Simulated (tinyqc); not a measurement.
Planar ballistic transistor, top-of-the-barrier model: two steps of the calculation.

At the top of the source barrier, states moving towards the drain are filled by the source (Fermi level 0) and states moving back by the drain (Fermi level -q Vd); nothing scatters. U is the shift of the band edge there, set by the capacitances CG, CD and CS (the total) and by the charge. Parabolic two-dimensional band; the source is grounded.

Inputs (values chosen for the exercise); mass and valleys close to those of silicon (two valleys):

| symbol | value | unit | meaning |
|---|---|---|---|
| T | 77 | K | temperature |
| m | 0.195 | m0 | effective mass |
| gv | 2 |  | valley degeneracy |
| eox | 3.9 |  | relative permittivity of the gate insulator |
| tox | 2.7 | nm | insulator thickness |
| aG | 0.77 |  | gate control CG/CS |
| E0 | 0.21 | eV | band edge at the barrier top above the source Fermi level at zero bias |
| Vd | 0.7 | V | drain voltage |

Constants: q = 1.602176634e-19 C, kB = 1.380649e-23 J/K, hbar = 1.054571817e-34 J s, m0 = 9.1093837015e-31 kg, Vt = kB T/q, eps0 = 8.8541878128e-14 F/cm where lengths are in cm. Results are converted to the units shown.

Question 1. Self-consistent potential at the barrier top. eta1 = -(E0 + U)/Vt, eta2 = eta1 - Vd/Vt, n = (N0/2)[F_0(eta1) + F_0(eta2)], F_0(x) = ln(1 + exp x). U(out) = UL + q (n - n0)/CS. Newton step: U(new) = U + (U(out) - U)/(1 + CQ/CS), CQ = (q/Vt) dn/d(eta1) with both F' summed; F_0'(x) = 1/(1 + exp(-x)).

U at the start (U = UL) = -0.3164 eV
N0 = 1.0809993e12 cm^-2
CS = 1.6609588 uF/cm^2
n0 = 0.019452518 cm^-2
UL = -0.3164 eV

Wanted: eta1; eta2; n; U(out); CQ; U after iteration 1.

Answer 1.

eta1 = 16.04
eta2 = -89.46
n = 8.667e12 cm^-2
U(out) = 0.5196 eV
CQ = 13.05 uF/cm^2
U after iteration 1 = -0.2220 eV

Question 2. Current, mean velocity and share of the gate voltage. N0 = gv m kB T/(pi hbar^2), CG = eps0 eox/tox, vT = sqrt(2 kB T/(pi m)), CS = CG/aG, n0 = n at U = 0 and Vd = 0. I = q (N0/2) vT [F_(1/2)(eta1) - F_(1/2)(eta2)] per width, F_(1/2)(x) = (2/sqrt(pi)) int_0^infinity u^(1/2)/(1 + exp(u - x)) du. Mean velocity I/(q n). CQ = (q/Vt) dn/d(eta1); the band edge follows the gate as -dU/dVg = aG/(1 + CQ/CS).

converged U = -0.22098339 eV

Wanted: eta1; n; I; mean velocity; CQ; -dU/dVg.

Answer 2.

eta1 = 1.6553
n = 9.8917e11 cm^-2
I = 125.30 uA/um
mean velocity = 7.9063e6 cm/s
CQ = 10.958 uF/cm^2
-dU/dVg = 0.10135 eV/V

The carriers from the source are near degeneracy (eta1 = 1.66), and the mean velocity is 1.28 times vT = sqrt(2 kB T/(pi m)) = 6.17e6 cm/s.

Computed by the program tinyqc: `OMP_NUM_THREADS=1 python tinyqc.py 2400034 2400035 out.jsonl`, one thread of a shared Intel Xeon 2.30GHz, about 0.01 s for the whole run.
